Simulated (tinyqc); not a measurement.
# From 1s binding energy, trial function back to transverse mass m_t

Model: donor in an ellipsoidal valley (Kohn-Luttinger variational method). Computed by tinyqc, a small Python program. Command: `OMP_NUM_THREADS=1 python tinyqc.py 3022693 3022694 out.jsonl kohnlutt inv`. One thread of a shared host (Intel(R) Xeon(R) Processor @ 2.30GHz), about 0.1 s of CPU time with the checks.

H = -(d^2/dx^2 + d^2/dy^2) - gamma d^2/dz^2 - 2/r in units built on m_t, with gamma = m_t/m_l and z along the valley axis. One valley; no valley-orbit or central-cell term.

Inputs (values chosen for the exercise, modelled on 3C-SiC): longitudinal mass m_l = 0.658 m_0; dielectric constant eps = 9.94.

Constants: Ry = 13.605693123 eV; a_0 = 0.529177210903 angstrom.

Method:
- Ry* = Ry m_t/eps^2, a* = a_0 eps/m_t, gamma = m_t/m_l.
- Trial function exp(-sqrt((x^2 + y^2)/a^2 + z^2/b^2)) with beta = b/a < 1: E = t/a^2 - u/a, t = (2 + gamma/beta^2)/3, u = 2 arcsin(sqrt(1 - beta^2))/sqrt(1 - beta^2); the best a is 2 t/u and E(beta) = -u^2/(4 t).
- Golden-section search on beta from 0.05 to 0.999, 60 steps.

Problem. A run gave the result below. Find the transverse mass m_t, known to lie between 0.13 and 0.41 m_0.

1s binding energy, trial function = 44.2296 meV

Solution.

Each step takes the trial c = (a f_b - b f_a)/(f_b - f_a), f being the result less the target and a, b, c the logarithms of the listed values; c replaces end b, the old b replaces a if the sign of f changed, and otherwise f_a is halved.

Scan of the range:
```
transverse mass m_t (m_0)  1s binding energy, trial function (meV)
0.130                                                      28.3634
0.157                                                      32.7261
0.191                                                      37.8898
0.231                                                      43.5838
0.280                                                      50.1079
0.339                                                      57.4343
0.410                                                      65.6380
```

False position (Illinois rule, in the logarithm of the input) inside the bracket:
```
step     end a     end b     trial  1s binding energy, trial function (meV)
1     0.231000  0.280000  0.235441                                  44.1941
2     0.280000  0.235441  0.235686                                  44.2277
3     0.280000  0.235686  0.235713                                  44.2313
4     0.235686  0.235713  0.235700                                  44.2296
```

1s binding energy, trial function rises at every point of a 13-point scan of the range (every second point is shown), so one value fits; it is bracketed by 0.231 and 0.280. Answer: transverse mass m_t = 0.2357 m_0.
